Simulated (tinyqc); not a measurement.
Schottky barrier with interface states (Cowley-Sze model), image lowering and contact resistance. Changing the interface-state density D. Computed by tinyqc, a small Python program. Command: `OMP_NUM_THREADS=1 python tinyqc.py 3000603 3000604 out.jsonl pinning sweep`. One thread of a shared host (Intel(R) Xeon(R) Processor @ 2.30GHz), about 0.02 s of CPU time with the checks.

An n-type semiconductor under a metal. The barrier lies between the Schottky-Mott limit phi_M - chi and the Bardeen limit E_g - E_n, E_n being the neutrality level of the interface states; the space-charge term of the full Cowley-Sze expression is left out.

Inputs (values chosen for the exercise, with gap, mass and screening modelled on CdTe):
```
quantity                                       value   unit
gap E_g                                         1.53     eV
electron affinity chi                            4.3     eV
metal work function phi_M                       5.32     eV
neutrality level E_n above the valence band     0.94     eV
dipole layer thickness delta                    0.54     nm
dipole layer constant eps_i                        1      -
dielectric constant eps_s                       9.82      -
electron mass m_e                             0.0986    m_0
valleys M_c                                        1      -
donor density N                              7.9e+16  cm^-3
temperature T                                    300      K
reverse bias V_r                                 1.5      V
```

Pinning factor from: interface states.

Constants: e = 1.602176634e-19 C; eps_0 = 8.8541878128e-12 F/m; k_B = 8.617333262e-05 eV/K; m_0 = 9.1093837015e-31 kg; k_B = 1.380649e-23 J/K; h = 6.62607015e-34 J s; hbar = 1.054571817e-34 J s.

Method:
- S = 1/(1 + e^2 D delta/(eps_i eps_0)); for D per eV, e^2 D is the number e x D in SI units, with 1 cm^-2 = 1e4 m^-2.
- phi_B = S (phi_M - chi) + (1 - S)(E_g - E_n); the hole barrier is E_g - phi_B.
- N_c = 2 M_c (2 pi m_e k_B T/h^2)^(3/2); xi = E_c - E_F solves N = N_c F_1/2(-xi/k_B T) (bisection; full ionisation).
- F_1/2(eta) = (2/sqrt(pi)) int_0^infinity sqrt(x)/(1 + exp(x - eta)) dx, by the trapezoid rule in t = sqrt(x) with step 0.02 up to t = 12 (for eta < -12 by exp(eta) - exp(2 eta)/2^(3/2)).
- V_bi = phi_B - xi; W = sqrt(2 eps_s eps_0 (V_bi + V_r - k_B T/e)/(e N)); field at the metal E_m = e N W/(eps_s eps_0); image lowering sqrt(e E_m/(4 pi eps_s eps_0)).
- A* = 4 pi e m_e M_c k_B^2/h^3 (a simple valley count); J_s = A* T^2 exp(-phi/k_B T).
- J_0 uses phi_B; the reverse current uses phi_B less the image lowering, times 1 - exp(-V_r/k_B T).
- E_00 = (e hbar/2) sqrt(N/(m_e eps_s eps_0)), E_0 = E_00 coth(E_00/k_B T); scaling form of the contact resistivity rho_c = (k_B/(e A* T)) exp(phi_B/E_0), which is the thermionic result when E_00 << k_B T and keeps only the leading exponential of tunnelling when E_00 >> k_B T; image lowering is left out of it.

One run for each value; columns: (1) interface-state density D (cm^-2 eV^-1); (2) pinning factor S; (3) barrier phi_B (eV); (4) J_0 (A/cm^2); (5) contact resistivity rho_c (ohm cm^2):
```
(1)           (2)     (3)         (4)         (5)
1.00e+11  0.99032  1.0158  9.1745e-12  1.6387e+09
3.00e+11  0.97152  1.0078  1.2543e-11  1.2038e+09
1.00e+12  0.91098  0.9817  3.4332e-11  4.4594e+08
3.00e+12  0.77331  0.9225  3.3901e-10  4.6611e+07
1.00e+13  0.50578  0.8075  2.9024e-08  5.7890e+05
3.00e+13  0.25436  0.6994  1.9008e-06  9.3643e+03
1.00e+14  0.09284  0.6299  2.7908e-05  6.6188e+02
3.00e+14  0.03299  0.6042  7.5521e-05  2.4797e+02
1.00e+15  0.01013  0.5944  1.1045e-04  1.7044e+02
```

Describe the trends.

Over the rows, pinning factor S falls from 0.990 to 0.0101 (exponent d ln y / d ln x -0.017 between the first rows and -0.98 between the last); barrier phi_B (eV) falls from 1.02 to 0.594 (exponent d ln y / d ln x -0.0073 between the first rows and -0.014 between the last); J_0 (A/cm^2) rises from 9.17e-12 to 1.10e-4 (exponent d ln y / d ln x 0.28 between the first rows and 0.32 between the last).
